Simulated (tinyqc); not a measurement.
Composition and strain of an epitaxial Si(1-x)Ge(x) layer from Raman and X-ray peaks: one step, computed by the program tinyqc.

A (001) layer, biaxially strained in the plane. The Raman peaks follow empirical lines omega = w0 + c1 x + c3 x^3 + b eps (c3 for Si-Ge alone), with eps the in-plane strain.

Question. Raman peaks. Insert x and eps in the three lines; the strain part is b eps.

Inputs (values chosen for the exercise, modelled on silicon-germanium):

| quantity | value | unit |
|---|---|---|
| Ge fraction x | 0.46 | - |
| Si-Si: w0 | 520.3 | 1/cm |
| Si-Si: c1 | -69.1 | 1/cm |
| Si-Si: strain coefficient b | -770 | 1/cm |
| Si-Ge: w0 | 400.4 | 1/cm |
| Si-Ge: c1 | 24.1 | 1/cm |
| Si-Ge: c3 | -34.2 | 1/cm |
| Si-Ge: strain coefficient b | -530 | 1/cm |
| Ge-Ge: w0 | 280.2 | 1/cm |
| Ge-Ge: c1 | 19.5 | 1/cm |
| Ge-Ge: strain coefficient b | -448 | 1/cm |

Substrate: silicon.

in-plane strain eps = -17.71790 per mille

Give: Si-Si peak; Si-Ge peak; Ge-Ge peak; strain parts.

Answer.

Si-Si peak = 502.16 1/cm

Si-Ge peak = 417.55 1/cm

Ge-Ge peak = 297.11 1/cm

strain parts (1/cm): Si-Si 13.643, Si-Ge 9.390, Ge-Ge 7.938

Read as unstrained, the Si-Si peak would give x = 0.263 in place of 0.46.
